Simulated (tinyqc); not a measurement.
Gas flow in a process chamber: flow regimes, conductance, effective pumping speed, pump-down, outgassing and purge: one step, computed by the program tinyqc.

Ideal gas, isothermal flow, a pump of constant speed at the end of a round pipe; process gas, volume gas and outgassing are given the same properties. 1 sccm = 101325 Pa x 1e-6 m^3/60 s x T/273.15 K.

Question. Molecular flow. Mean speed c = sqrt(8 k_B T/(pi m)); aperture conductance C_a = c pi d^2/16; molecular pipe C_m = C_a/(1 + 3 l/(4 d)) (Dushman form); viscous pipe C_v = pi d^4 p_mean/(128 eta l); Knudsen interpolation C = C_v + C_m (1 + x)/(1 + 1.24 x), x = d p_mean sqrt(m/(k_B T))/eta. Effective speed 1/S_eff = 1/S + 1/C_m; time constant V/S_eff; pressure at which the free path k_B T/(sqrt2 pi d_m^2 p) equals d.

Inputs (values chosen for the exercise, modelled on nitrogen near room temperature):
```
quantity,value,unit
molar mass M,28.01,g/mol
molecular diameter,0.37,nm
temperature T,293,K
chamber volume V,63,L
pipe diameter d,10,cm
pipe length l,120,cm
pump speed S,200,L/s
```

Constants: k_B = 1.380649e-23 J/K; u = 1.6605390666e-27 kg.

Give: mean speed c; C_a; C_m; S_eff in molecular flow; time constant; pressure where the free path equals d.

Answer.

mean speed c = 470.6 m/s

C_a = 924.0 L/s

C_m = 92.40 L/s

S_eff in molecular flow = 63.20 L/s

time constant = 0.9968 s

pressure where the free path equals d = 0.06651 Pa

The pipe passes on 32 % of the pump speed.
